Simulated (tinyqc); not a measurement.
What moves the results: hole subbands of a hard-walled well, four-band Luttinger model. A value that a table varies takes the place of the one given here.

Hole energies are counted downwards from the unstrained band edge, c = hbar^2/2m0. After the usual block transformation one block is H = [[P + Q - Zs, R - i S], [R + i S, P - Q + Zs]] in (heavy, light), with P +/- Q = c [(g1 +/- g2) k^2 + (g1 -/+ 2 g2) kz^2], R = sqrt(3) c gR k^2, S = 2 sqrt(3) c g3 k kz, kz = -i d/dz; axial approximation gR = (g2 + g3)/2. Zs = b (e_par - e_perp) is the shear part of the strain (the hydrostatic part shifts all levels alike and is left out). Basis sqrt(2/L) sin(n pi z/L), n = 1 to N, for each component: kz^2 gives (n pi/L)^2 and the heavy-light block is R delta_nm - 2 sqrt(3) c g3 k D_nm with D_nm = 4 n m/(L (n^2 - m^2)) for n + m odd, 0 otherwise. The other block has the same levels. The split-off band is left out.

Constants: hbar^2/2m0 = 3.80998211 eV angstrom^2.

Inputs chosen for the exercise (near those of InAs; the results hold for these values, not for the real material): g1 = 19.81 (Luttinger gamma1); g2 = 8.47 (gamma2); g3 = 9.08 (gamma3); L = 165 angstrom (well width along [001]); k = 0.0104 1/angstrom (wave vector in the plane); Zlist = (-0.0478, -0.0307, -0.019, -0.0054, 0, 0.0097, 0.0395) eV (shear strain energies (negative: tension in the plane, for b < 0)).

## Which coupling does what

shear strain energy Zs = 0.028960 eV
N = 20, at the given k. Diagonal: R = S = 0. Along [100] and [110] gR is g2 and g3 instead of their mean.

Hole energies (meV):
```
model         E1     E2     E3     E4
diagonal  -13.34  -1.45  18.37  46.12
R alone   -13.74  -1.61  18.29  46.07
S alone   -15.30  -8.69   9.33  34.98
axial     -15.76  -8.78   9.26  34.95
[100]     -15.73  -8.77   9.27  34.95
[110]     -15.79  -8.79   9.26  34.95
```

The couplings move E1 by -2.41 meV: R alone by -0.40, S alone by -1.96, so S matters more at k L/pi = 0.55 (R grows as k^2 and joins equal n, S as k and joins n of opposite parity). Warping spreads E1 by 0.06 meV between [100] and [110], the hole being heavier along [110]; the axial value lies between them.

## Strain

N = 20. dE is the rise of the top subband from k = 0 to k1 = pi/(4L), m1 = c k1^2/dE (dash if dE is not positive), and the heavy weight is taken at k = pi/L.

Top subband:
```
Zs (eV)  HH1 (meV)  LH1 (meV)  dE (meV)  heavy weight  m1 (m0)
-0.0478       51.8        3.0    -0.567         0.170        -
-0.0307       34.7       20.1    -2.120         0.281        -
-0.0190       23.0       31.8     1.000         0.396    0.086
-0.0054        9.4       45.4     1.890         0.556    0.046
0.0000         4.0       50.8     1.933         0.618    0.045
0.0097        -5.7       60.5     1.988         0.716    0.043
0.0395       -35.5       90.3     2.093         0.887    0.041
```

HH1 and LH1 cross at Zs = -2 c g2 (pi/L)^2 = -0.0234 eV; for more negative Zs the light hole is on top. Among the rows with HH1 on top, m1 goes from 0.086 to 0.041 m0 as the splitting widens from 9 to 126 meV, against the unmixed 1/(g1 + g2) = 0.035: compression lightens the holes here. A dash marks a top subband whose hole energy at k1 lies below that at k = 0: an electron-like (negative) mass. m1 describes the neighbourhood of k = 0 only; where HH1 and LH1 lie close, the band may peak further out.

## Size of the sine basis

The four lowest hole energies at the given k for growing N.

Hole energies (meV):
```
N        E1      E2      E3       E4
2   -15.404  -6.018  89.247  238.443
3   -15.701  -8.538  12.809   89.099
4   -15.713  -8.621   9.599   38.742
6   -15.743  -8.737   9.355   35.300
10  -15.753  -8.773   9.281   34.997
20  -15.756  -8.781   9.263   34.949
40  -15.756  -8.782   9.260   34.944
80  -15.756  -8.782   9.260   34.943
```

Is N = 3 enough for 1 meV in the two lowest levels?

Yes: against N = 80, N = 3 errs by up to 0.24 meV in E1 and E2, always upwards, as a variational basis must. Both are within 0.1 meV of N = 80 from N = 6 on; N = 40 and N = 80 differ by 1.3e-04 meV at most.

Computed by tinyqc, a small Python program: `OMP_NUM_THREADS=1 python tinyqc.py 1251156 1251157 out.jsonl` (the numbers bound the seed that draws the inputs); one thread of a shared host (Intel(R) Xeon(R) Processor @ 2.30GHz), about 0.08 s for the whole set of steps.
